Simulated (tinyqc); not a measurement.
# Worked calculation: lossy on-chip transmission line with skin effect

Computed by the program tinyqc: `OMP_NUM_THREADS=1 python tinyqc.py 2810210 2810211 out.jsonl`, one thread of a shared Intel Xeon 2.30GHz, about 0.01 s for the whole run. Printed values are rounded.

A uniform line in a homogeneous dielectric: c = sqrt(er)/(c0 Z0), l = Z0 sqrt(er)/c0 (c0 = 299792458 m/s), g = w c td, w = 2 pi f. The resistance joins its limits as r = sqrt(r_dc^2 + r_hf^2), with r_dc = rho/(wd th), r_hf = kr rho/(2 delta (wd + th)), delta = sqrt(rho/(pi f mu0)), mu0 = 4 pi 1e-7 H/m; this is an interpolation, and internal inductance, up to 0.05 nH/mm at low frequency, is neglected.

Inputs (values chosen for the exercise):
- wd = 2.6 um (width of the strip)
- th = 1 um (thickness of the strip)
- rho = 1.8 uohm cm (resistivity)
- er = 3.9 (relative permittivity)
- td = 0.02 (loss tangent)
- Z0 = 45 ohm (lossless impedance sqrt(l/c))
- kr = 1.5 (factor for crowding and the return path)
- len = 4.7 mm (length)
- Rg = 50 ohm (source resistance)
- RL = 100 ohm (load resistance)
- CL = 20 fF (load capacitance)
- f = 0.64 GHz (frequency)

## Line constants

delta, r_dc, r_hf, r, l, c and g as defined.

delta = 2.669110 um
r_dc = 6.923077 ohm/mm
r_hf = 1.404963 ohm/mm
r = 7.064200 ohm/mm
l = 0.2964313 nH/mm
c = 146.3858 pF/m
g = 0.01177305 S/m

r is 1.02 times r_dc; the skin depth is 2.67 of the thickness.

## Propagation constant and impedance

gamma = sqrt((r + i w l)(g + i w c)) = alpha + i beta, Zc = sqrt((r + i w l)/(g + i w c)), roots with positive real part; loss 8.685889638 alpha in dB; phase velocity w/beta.

gamma len = 0.1993894+0.2311260i
Zc = 84.94691-70.36953i ohm
loss = 0.3684839 dB/mm
phase velocity over c0 = 0.2727648
r/(w l) = 5.926237

r exceeds w l, so the line behaves mainly as an RC line at this frequency.

## Reflection, input impedance and transfer

ZL = 1/(1/RL + i w CL); reflection (ZL - Zc)/(ZL + Zc); Zin = Zc (ZL + Zc tanh(gamma len))/(Zc + ZL tanh(gamma len)); H = V_load/V_source = [Zin/(Zin + Rg)]/[cosh(gamma len) + (Zc/ZL) sinh(gamma len)].

ZL = 99.99353-0.80420i ohm
reflection at the load = -0.0552220+0.3548979i
Zin = 123.1803-29.8827i ohm
H = 0.5373359-0.0811078i
|H| = -5.297243 dB
